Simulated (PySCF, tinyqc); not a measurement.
Inside a calculation (part 1 of 2). Method: CIS and TDHF on RHF in the 6-31g basis, for H3+, spin multiplicity 1. The lowest restricted solution is unstable here: a spin-polarised one lies 0.0061 hartree lower (PySCF). Computed by tinyqc, a small Python program that keeps every step (integrals from PySCF). Settings: charge = 1, multiplicity = 1, basis = 6-31g, method = RHF, energy threshold = 1e-10, iteration cap = 71, orthogonalisation = symmetric, start = Wolfsberg-Helmholz matrix, DIIS depth = 6, TDHF = 1. Command: `OMP_NUM_THREADS=1 python tinyqc.py 27593 27594 out.jsonl` (the two numbers bound the seeds that draw the settings). One thread of a shared host (Intel(R) Xeon(R) Processor @ 2.60GHz), about 0.06 s of CPU time with the checks. The early iterations of the SCF are left out here.

## One-electron integrals

Geometry (angstrom):
```
atom         x         y          z
H     0.000000  0.000000   0.000000
H     0.000000  0.000000   1.239000
H     0.000000  0.068000  -1.237000
```

Basis 6-31g: exponents (1/bohr^2) and contraction coefficients of normalised primitives:
```
element  l (shell)   exponent  coefficient
H            s (1)  18.731137     0.033495
H            s (1)   2.825394     0.234727
H            s (1)   0.640122     0.813757
H            s (2)   0.161278     1.000000
```

Overlap, kinetic and nuclear-attraction integrals over the contracted functions; the nuclear repulsion is the sum of Za Zb / Rab.

nuclear repulsion = 1.06788820 hartree

overlap S:
```
          1H 1s     1H 2s     2H 1s     2H 2s     3H 1s     3H 2s
1H 1s  1.000000  0.658292  0.129908  0.320375  0.129960  0.320425
1H 2s  0.658292  1.000000  0.320375  0.642709  0.320425  0.642769
2H 1s  0.129908  0.320375  1.000000  0.658292  0.000599  0.037347
2H 2s  0.320375  0.642709  0.658292  1.000000  0.037347  0.170890
3H 1s  0.129960  0.320425  0.000599  0.037347  1.000000  0.658292
3H 2s  0.320425  0.642769  0.037347  0.170890  0.658292  1.000000
```

kinetic energy T (hartree):
```
           1H 1s     1H 2s      2H 1s      2H 2s      3H 1s      3H 2s
1H 1s   1.395678  0.259735  -0.041236   0.065454  -0.041219   0.065477
1H 2s   0.259735  0.241917   0.065454   0.109660   0.065477   0.109680
2H 1s  -0.041236  0.065454   1.395678   0.259735  -0.002134  -0.013307
2H 2s   0.065454  0.109660   0.259735   0.241917  -0.013307  -0.007351
3H 1s  -0.041219  0.065477  -0.002134  -0.013307   1.395678   0.259735
3H 2s   0.065477  0.109680  -0.013307  -0.007351   0.259735   0.241917
```

nuclear attraction V (hartree):
```
           1H 1s      1H 2s      2H 1s      2H 2s      3H 1s      3H 2s
1H 1s  -2.507375  -1.303139  -0.256625  -0.620983  -0.256746  -0.621090
1H 2s  -1.303139  -1.443804  -0.580992  -0.899111  -0.581100  -0.899210
2H 1s  -0.256625  -0.580992  -2.293922  -1.163350  -0.001276  -0.067343
2H 2s  -0.620983  -0.899111  -1.163350  -1.255918  -0.067346  -0.246721
3H 1s  -0.256746  -0.581100  -0.001276  -0.067346  -2.293968  -1.163379
3H 2s  -0.621090  -0.899210  -0.067343  -0.246721  -1.163379  -1.255949
```

core Hamiltonian H = T + V (hartree):
```
           1H 1s      1H 2s      2H 1s      2H 2s      3H 1s      3H 2s
1H 1s  -1.111697  -1.043404  -0.297861  -0.555529  -0.297965  -0.555613
1H 2s  -1.043404  -1.201887  -0.515538  -0.789451  -0.515623  -0.789529
2H 1s  -0.297861  -0.515538  -0.898244  -0.903614  -0.003410  -0.080650
2H 2s  -0.555529  -0.789451  -0.903614  -1.014001  -0.080653  -0.254072
3H 1s  -0.297965  -0.515623  -0.003410  -0.080653  -0.898290  -0.903644
3H 2s  -0.555613  -0.789529  -0.080650  -0.254072  -0.903644  -1.014032
```

## Two-electron integrals

Functions are numbered as in S; the eight-fold symmetry (ij|kl) = (ji|kl) = (kl|ij) leaves the list below.

Two-electron integrals (ij|kl) in chemists' order, unique and non-zero (hartree):
```
(11|11) 1.076566   (21|11) 0.578470   (21|21) 0.329423   (22|11) 0.587396
(22|21) 0.361304   (22|22) 0.453150   (31|11) 0.095280   (31|21) 0.056824
(31|22) 0.066710   (31|31) 0.015369   (32|11) 0.160508   (32|21) 0.102020
(32|22) 0.135763   (32|31) 0.031025   (32|32) 0.077033   (33|11) 0.425361
(33|21) 0.277213   (33|22) 0.390654   (33|31) 0.095280   (33|32) 0.270155
(33|33) 1.076566   (41|11) 0.270155   (41|21) 0.155309   (41|22) 0.172918
(41|31) 0.031025   (41|32) 0.057468   (41|33) 0.160508   (41|41) 0.077033
(42|11) 0.335444   (42|21) 0.209293   (42|22) 0.271137   (42|31) 0.047904
(42|32) 0.107975   (42|33) 0.335444   (42|41) 0.107975   (42|42) 0.187185
(43|11) 0.277213   (43|21) 0.179515   (43|22) 0.250807   (43|31) 0.056824
(43|32) 0.155309   (43|33) 0.578470   (43|41) 0.102020   (43|42) 0.209293
(43|43) 0.329423   (44|11) 0.390654   (44|21) 0.250807   (44|22) 0.348685
(44|31) 0.066710   (44|32) 0.172918   (44|33) 0.587396   (44|41) 0.135763
(44|42) 0.271137   (44|43) 0.361304   (44|44) 0.453150   (51|11) 0.095324
(51|21) 0.056849   (51|22) 0.066739   (51|31) 0.007336   (51|32) 0.013622
(51|33) 0.037224   (51|41) 0.023729   (51|42) 0.032532   (51|43) 0.024494
(51|44) 0.036748   (51|51) 0.015382   (52|11) 0.160545   (52|21) 0.102043
(52|22) 0.135790   (52|31) 0.013619   (52|32) 0.026975   (52|33) 0.075532
(52|41) 0.042631   (52|42) 0.064604   (52|43) 0.049716   (52|44) 0.075235
(52|51) 0.031043   (52|52) 0.077057   (53|11) 0.000582   (53|21) 0.000324
(53|22) 0.000343   (53|31) 0.000055   (53|32) 0.000095   (53|33) 0.000255
(53|41) 0.000152   (53|42) 0.000197   (53|43) 0.000166   (53|44) 0.000232
(53|51) 0.000055   (53|52) 0.000095   (53|53) 3.23e-07   (54|11) 0.022463
(54|21) 0.013886   (54|22) 0.017428   (54|31) 0.001859   (54|32) 0.003572
(54|33) 0.009879   (54|41) 0.005850   (54|42) 0.008491   (54|43) 0.006499
(54|44) 0.009775   (54|51) 0.003851   (54|52) 0.008609   (54|53) 0.000013
(54|54) 0.001019   (55|11) 0.425405   (55|21) 0.277240   (55|22) 0.390682
(55|31) 0.037211   (55|32) 0.075521   (55|33) 0.213642   (55|41) 0.115146
(55|42) 0.181236   (55|43) 0.140639   (55|44) 0.213510   (55|51) 0.095324
(55|52) 0.270199   (55|53) 0.000255   (55|54) 0.027980   (55|55) 1.076566
(61|11) 0.270199   (61|21) 0.155334   (61|22) 0.172945   (61|31) 0.023723
(61|32) 0.042628   (61|33) 0.115155   (61|41) 0.069915   (61|42) 0.093707
(61|43) 0.075311   (61|44) 0.108989   (61|51) 0.031043   (61|52) 0.057489
(61|53) 0.000152   (61|54) 0.007625   (61|55) 0.160545   (61|61) 0.077057
(62|11) 0.335484   (62|21) 0.209317   (62|22) 0.271166   (62|31) 0.032522
(62|32) 0.064599   (62|33) 0.181247   (62|41) 0.093703   (62|42) 0.144075
(62|43) 0.118578   (62|44) 0.174634   (62|51) 0.047928   (62|52) 0.108003
(62|53) 0.000197   (62|54) 0.012977   (62|55) 0.335484   (62|61) 0.108003
(62|62) 0.187220   (63|11) 0.022461   (63|21) 0.013885   (63|22) 0.017427
(63|31) 0.003850   (63|32) 0.008608   (63|33) 0.027980   (63|41) 0.007624
(63|42) 0.012975   (63|43) 0.016507   (63|44) 0.019174   (63|51) 0.001859
(63|52) 0.003572   (63|53) 0.000013   (63|54) 0.000480   (63|55) 0.009879
(63|61) 0.005851   (63|62) 0.008491   (63|63) 0.001019   (64|11) 0.100343
(64|21) 0.061723   (64|22) 0.077422   (64|31) 0.011400   (64|32) 0.023205
(64|33) 0.066778   (64|41) 0.029544   (64|42) 0.046335   (64|43) 0.042872
(64|44) 0.059599   (64|51) 0.011405   (64|52) 0.023208   (64|53) 0.000059
(64|54) 0.002979   (64|55) 0.066778   (64|61) 0.029548   (64|62) 0.046339
(64|63) 0.002979   (64|64) 0.013234   (65|11) 0.277240   (65|21) 0.179531
(65|22) 0.250823   (65|31) 0.024485   (65|32) 0.049709   (65|33) 0.140639
(65|41) 0.075305   (65|42) 0.118571   (65|43) 0.092579   (65|44) 0.140446
(65|51) 0.056849   (65|52) 0.155334   (65|53) 0.000166   (65|54) 0.016507
(65|55) 0.578470   (65|61) 0.102043   (65|62) 0.209317   (65|63) 0.006499
(65|64) 0.042872   (65|65) 0.329423   (66|11) 0.390682   (66|21) 0.250823
(66|22) 0.348703   (66|31) 0.036734   (66|32) 0.075224   (66|33) 0.213510
(66|41) 0.108978   (66|42) 0.174622   (66|43) 0.140446   (66|44) 0.211965
(66|51) 0.066739   (66|52) 0.172945   (66|53) 0.000232   (66|54) 0.019174
(66|55) 0.587396   (66|61) 0.135790   (66|62) 0.271166   (66|63) 0.009775
(66|64) 0.059599   (66|65) 0.361304   (66|66) 0.453150
```

## Orthogonalisation

S = U s U^T; symmetric (Loewdin) form X = U s^(-1/2) U^T, so that X^T S X = 1.

eigenvalues of S: 0.101042  0.287499  0.390866  0.887086  1.541011  2.792496

X:
```
           1H 1s      1H 2s      2H 1s      2H 2s      3H 1s      3H 2s
1H 1s   1.274472  -0.588833   0.010257   0.061046   0.010239   0.061049
1H 2s  -0.588833   2.087378   0.015820  -0.708761   0.015814  -0.708835
2H 1s   0.010257   0.015820   1.254603  -0.500996  -0.008719   0.023817
2H 2s   0.061046  -0.708761  -0.500996   1.602517   0.023825   0.195304
3H 1s   0.010239   0.015814  -0.008719   0.023825   1.254602  -0.500993
3H 2s   0.061049  -0.708835   0.023817   0.195304  -0.500993   1.602589
```

## Starting guess

The start is the generalised Wolfsberg-Helmholz matrix (K = 1.75) built on H; D = 2 C_occ C_occ^T.

D at the start:
```
          1H 1s     1H 2s     2H 1s     2H 2s     3H 1s     3H 2s
1H 1s  0.194235  0.276574  0.040777  0.131458  0.040802  0.131492
1H 2s  0.276574  0.393820  0.058063  0.187185  0.058099  0.187234
2H 1s  0.040777  0.058063  0.008561  0.027598  0.008566  0.027605
2H 2s  0.131458  0.187185  0.027598  0.088970  0.027615  0.088993
3H 1s  0.040802  0.058099  0.008566  0.027615  0.008571  0.027622
3H 2s  0.131492  0.187234  0.027605  0.088993  0.027622  0.089016
```

## Iteration 7 (converged): orbitals

converged F (hartree):
```
           1H 1s      1H 2s      2H 1s      2H 2s      3H 1s      3H 2s
1H 1s  -0.266361  -0.673564  -0.314086  -0.433741  -0.314163  -0.433795
1H 2s  -0.673564  -0.691587  -0.409533  -0.501144  -0.409590  -0.501186
2H 1s  -0.314086  -0.409533  -0.178844  -0.525276  -0.057740  -0.137367
2H 2s  -0.433741  -0.501144  -0.525276  -0.493582  -0.137374  -0.247172
3H 1s  -0.314163  -0.409590  -0.057740  -0.137374  -0.178844  -0.525296
3H 2s  -0.433795  -0.501186  -0.137367  -0.247172  -0.525296  -0.493602
```

Diagonalise F' = X^T F X, C = X C', fill 1 alpha and 1 beta electrons from the bottom; D = 2 C_occ C_occ^T. Each column has its largest component positive (the first on a tie).

F' = X^T F X (hartree):
```
           1          2          3          4          5          6
1   0.261831  -0.653078  -0.112173  -0.091441  -0.112234  -0.091446
2  -0.653078   0.034773  -0.134515  -0.190705  -0.134524  -0.190715
3  -0.112173  -0.134515   0.239831  -0.521487  -0.013389   0.012706
4  -0.091441  -0.190705  -0.521487   0.003354   0.012710  -0.048271
5  -0.112234  -0.134524  -0.013389   0.012710   0.239855  -0.521492
6  -0.091446  -0.190715   0.012706  -0.048271  -0.521492   0.003371
```

orbital energies (hartree): MO1 -0.858911, MO2 -0.391191, MO3 -0.095056, MO4 0.608286, MO5 0.696057, MO6 0.823830

coefficients C:
```
            MO1        MO2        MO3        MO4        MO5        MO6
1H 1s  0.293461  -0.000023   0.257407   0.235437   0.000267  -1.330736
1H 2s  0.428219  -0.000026   1.319092   0.193067  -0.000366   1.936107
2H 1s  0.202779   0.284418  -0.166913   0.888493  -0.924513   0.178899
2H 2s  0.143273   0.529303  -0.928839  -0.884372   0.920820  -0.755238
3H 1s  0.202804  -0.284376  -0.166937   0.888306   0.924621   0.179281
3H 2s  0.143275  -0.529201  -0.929027  -0.884217  -0.920682  -0.755648
```

D after iteration 7:
```
          1H 1s     1H 2s     2H 1s     2H 2s     3H 1s     3H 2s
1H 1s  0.172239  0.251331  0.119015  0.084090  0.119030  0.084092
1H 2s  0.251331  0.366743  0.173667  0.122705  0.173689  0.122707
2H 1s  0.119015  0.173667  0.082238  0.058106  0.082249  0.058106
2H 2s  0.084090  0.122705  0.058106  0.041054  0.058113  0.041055
3H 1s  0.119030  0.173689  0.082249  0.058113  0.082259  0.058114
3H 2s  0.084092  0.122707  0.058106  0.041055  0.058114  0.041056
```

## Convergence

Stop when the energy changes by less than 1e-10 hartree and every element of the error matrix X^T (F D S - S D F) X is below 3e-06.

Course of the cycle:
```
iteration  E (hartree)     change  largest element of the error matrix
1          -1.09694511          -                             1.34e-01
2          -1.14543261  -4.85e-02                             2.75e-02
3          -1.14720007  -1.77e-03                             1.80e-03
4          -1.14720309  -3.02e-06                             1.39e-04
5          -1.14720315  -5.40e-08                             1.41e-05
6          -1.14720315  -9.63e-10                             1.32e-08
7          -1.14720315   2.66e-15                             8.36e-11
```

PySCF RHF in the same basis = -1.14720315 hartree

Converged in 7 iterations.

## Populations, bond orders and dipole

Mulliken: Z minus the diagonal of D S on the atom; Loewdin: the same with S^(1/2) D S^(1/2); Mayer order: 2 sum_s sum (D(s) S)_ij (D(s) S)_ji over the two atoms.

Charges (e):
```
atom   Mulliken    Loewdin
1H    -0.223725  -0.100939
2H     0.611897   0.550512
3H     0.611827   0.550427
```

Mayer bond orders:
```
pair     order
2-1   0.474931
3-1   0.475016
3-2   0.150651
```

dipole moment about the origin, x y z (debye): 0.000000  0.193952  0.006161

## Integrals over molecular orbitals

(pq|rs) = sum C_ip C_jq C_kr C_ls (ij|kl), one index at a time.

one-electron integrals over orbitals h = C^T H C (hartree):
```
           1          2          3          4          5          6
1  -1.356180   0.000018  -0.077718  -0.052941  -0.000026   0.076017
2   0.000018  -1.065979  -0.000011  -0.000008   0.104344   0.000009
3  -0.077718  -0.000011  -0.816484   0.101671  -0.000005   0.161862
4  -0.052941  -0.000008   0.101671  -0.115942  -0.000037   0.036964
5  -0.000026   0.104344  -0.000005  -0.000037  -0.016035   0.000031
6   0.076017   0.000009   0.161862   0.036964   0.000031  -0.116200
```

Two-electron integrals over orbitals (pq|rs), unique and non-zero (hartree):
```
(11|11) 0.497269    (21|11) -0.000018   (21|21) 0.117850    (22|11) 0.396319
(22|21) 0.000024    (22|22) 0.415724    (31|11) 0.077718    (31|21) 0.000005
(31|22) -0.022367   (31|31) 0.083844    (32|11) 0.000008    (32|21) -0.100886
(32|22) -0.000023   (32|31) -0.000010   (32|32) 0.108959    (33|11) 0.402636
(33|21) -0.000018   (33|22) 0.366001    (33|31) 0.027873    (33|32) 0.000016
(33|33) 0.366764    (41|11) 0.052941    (41|21) -3.90e-07   (41|22) 0.070235
(41|31) -0.017430   (41|32) -1.06e-06   (41|33) 0.042674    (41|41) 0.044346
(42|11) 3.62e-06    (42|21) 0.067370    (42|22) 0.000030    (42|31) -2.94e-07
(42|32) -0.054212   (42|33) 2.41e-06    (42|41) 0.000011    (42|42) 0.078956
(43|11) -0.059551   (43|21) -2.93e-06   (43|22) -0.064212   (43|31) 0.006622
(43|32) 2.16e-06    (43|33) -0.040007   (43|41) -0.033011   (43|42) -0.000011
(43|43) 0.038792    (44|11) 0.384287    (44|21) 0.000030    (44|22) 0.405415
(44|31) -0.023669   (44|32) -0.000029   (44|33) 0.352547    (44|41) 0.080131
(44|42) 0.000041    (44|43) -0.074531   (44|44) 0.420486    (51|11) 0.000026
(51|21) -0.046713   (51|22) 2.23e-06    (51|31) 3.36e-06    (51|32) 0.039970
(51|33) 0.000020    (51|41) 0.000007    (51|42) -0.055378   (51|43) -2.38e-06
(51|44) -2.70e-06   (51|51) 0.039602    (52|11) -0.075529   (52|21) -1.41e-06
(52|22) -0.096120   (52|31) 0.021231    (52|32) -9.86e-08   (52|33) -0.057315
(52|41) -0.057092   (52|42) -0.000016   (52|43) 0.051404    (52|44) -0.112048
(52|51) -0.000007   (52|52) 0.079358    (53|11) 4.30e-06    (53|21) 0.032924
(53|22) 1.54e-06    (53|31) 0.000013    (53|32) -0.020704   (53|33) 1.74e-06
(53|41) -1.50e-06   (53|42) 0.049812    (53|43) 3.20e-06    (53|44) 4.70e-06
(53|51) -0.033460   (53|52) 3.25e-06    (53|53) 0.036312    (54|11) 0.000022
(54|21) -0.153277   (54|22) -0.000037   (54|31) -4.34e-06   (54|32) 0.143883
(54|33) 0.000023    (54|41) -4.69e-06   (54|42) -0.106057   (54|43) 0.000005
(54|44) -0.000051   (54|51) 0.075967    (54|52) 0.000006    (54|53) -0.052460
(54|54) 0.233539    (55|11) 0.375847    (55|21) -0.000017   (55|22) 0.406094
(55|31) -0.031176   (55|32) 0.000014    (55|33) 0.349808    (55|41) 0.081870
(55|42) 0.000008    (55|43) -0.073753   (55|44) 0.421802    (55|51) 0.000020
(55|52) -0.113234   (55|53) -0.000014   (55|54) 0.000019    (55|55) 0.424189
(61|11) -0.076017   (61|21) -4.72e-06   (61|22) -0.004126   (61|31) -0.060990
(61|32) 0.000012    (61|33) -0.049912   (61|41) -0.004408   (61|42) -0.000009
(61|43) -0.009418   (61|44) 0.001031    (61|51) -0.000007   (61|52) -0.005376
(61|53) -0.000020   (61|54) 0.000012    (61|55) 0.004109    (61|61) 0.088446
(62|11) -0.000007   (62|21) 0.022859    (62|22) -0.000013   (62|31) 0.000013
(62|32) -0.013384   (62|33) -0.000008   (62|41) -0.000010   (62|42) 0.021888
(62|43) 0.000008    (62|44) -0.000014   (62|51) -0.014364   (62|52) 0.000013
(62|53) 0.015634    (62|54) -0.031202   (62|55) -0.000025   (62|61) -0.000010
(62|62) 0.010973    (63|11) -0.111426   (63|21) 0.000017    (63|22) -0.041664
(63|31) -0.056556   (63|32) -0.000008   (63|33) -0.065644   (63|41) -0.021793
(63|42) 0.000011    (63|43) 0.014611    (63|44) -0.041809   (63|51) -0.000025
(63|52) 0.023711    (63|53) -1.02e-06   (63|54) -0.000023   (63|55) -0.037837
(63|61) 0.073536    (63|62) 2.31e-06    (63|63) 0.079662    (64|11) -0.020686
(64|21) -0.000025   (64|22) 0.020614    (64|31) -0.035033   (64|32) 0.000026
(64|33) -0.001445   (64|41) 0.017844    (64|42) -0.000016   (64|43) -0.006858
(64|44) 0.025579    (64|51) 0.000014    (64|52) -0.020431   (64|53) -0.000014
(64|54) 0.000037    (64|55) 0.029697    (64|61) 0.018315    (64|62) -0.000013
(64|63) 0.016579    (64|64) 0.022131    (65|11) -0.000019   (65|21) -0.034533
(65|22) 0.000010    (65|31) -0.000037   (65|32) 0.036600    (65|33) -1.56e-06
(65|41) 0.000013    (65|42) -0.025562   (65|43) -0.000009   (65|44) 0.000012
(65|51) 0.019576    (65|52) -0.000019   (65|53) -0.010114   (65|54) 0.055603
(65|55) 0.000031    (65|61) 0.000034    (65|62) -0.004273   (65|63) 0.000019
(65|64) 0.000027    (65|65) 0.016703    (66|11) 0.514238    (66|21) -0.000029
(66|22) 0.346448    (66|31) 0.137202    (66|32) 0.000014    (66|33) 0.408813
(66|41) 0.034971    (66|42) -0.000009   (66|43) -0.035058   (66|44) 0.336970
(66|51) 0.000040    (66|52) -0.043114   (66|53) 0.000016    (66|54) 0.000041
(66|55) 0.324342    (66|61) -0.153898   (66|62) 4.58e-06    (66|63) -0.167587
(66|64) -0.050672   (66|65) -0.000051   (66|66) 0.643750
```

## CIS matrix, singlets

A(ia,jb) = (e_a - e_i) d_ij d_ab + 2 (ia|jb) - (ij|ab).

CIS matrix A, singlet (hartree):
```
           1>2        1>3        1>4        1>5        1>6
1>2   0.307102   0.000002  -0.000004  -0.017897  -0.000003
1>3   0.000002   0.528908   0.024690   0.000002  -0.010554
1>4  -0.000004   0.024690   1.171602  -0.000008   0.011870
1>5  -0.017897   0.000002  -0.000008   1.258326   0.000005
1>6  -0.000003  -0.010554   0.011870   0.000005   1.345396
```

## CIS singlet states

dipole integrals <i|r|a> (bohr):
```
            x          y          z
1>2  0.000000  -0.044809   1.631641
1>3  0.000000  -0.047200  -0.001146
1>4  0.000000  -0.000148  -0.000018
1>5  0.000000   0.000675  -0.024422
1>6  0.000000  -0.014177  -0.000415
```

Diagonalise A (1 hartree = 27.211386 eV); each vector has its largest component positive (the first on a tie). The transition dipole is mu = sqrt2 sum c_ia <i|r|a>.

singlet excitation energies (eV): 8.347503  14.362508  31.886134  34.249949  36.634660

lowest vectors:
```
       state 1    state 2    state 3    state 4    state 5
1>2   0.999823   0.000010  -0.000007  -0.018805  -0.000004
1>3  -0.000010   0.999165   0.039372   0.000001  -0.010881
1>4   0.000006  -0.038567   0.997057  -0.000095   0.066256
1>5   0.018805  -0.000004   0.000092   0.999823   0.000047
1>6   0.000002   0.013458  -0.065781  -0.000041   0.997743
```

oscillator strengths 2/3 w |mu|^2: 1.088738  0.001578  0.000002  0.005099  0.000334

## TDHF (RPA) singlet states

B(ia,jb) = 2 (ia|jb) - (ib|ja); the squared energies are the eigenvalues of (A - B)(A + B); 1 hartree = 27.211386 eV.

TDHF matrix B, singlet (hartree):
```
           1>2        1>3        1>4        1>5        1>6
1>2   0.117850   0.000005   0.000000  -0.046713  -0.000005
1>3   0.000005   0.083844  -0.017430   0.000003  -0.060990
1>4   0.000000  -0.017430   0.044346   0.000007  -0.004408
1>5  -0.046713   0.000003   0.000007   0.039602  -0.000007
1>6  -0.000005  -0.060990  -0.004408  -0.000007   0.088446
```

squared energies w^2 (hartree^2): 0.079677  0.269317  1.370874  1.578838  1.799112

TDHF energies from the positive w^2 (eV): 7.680976  14.121547  31.860267  34.191601  36.498899
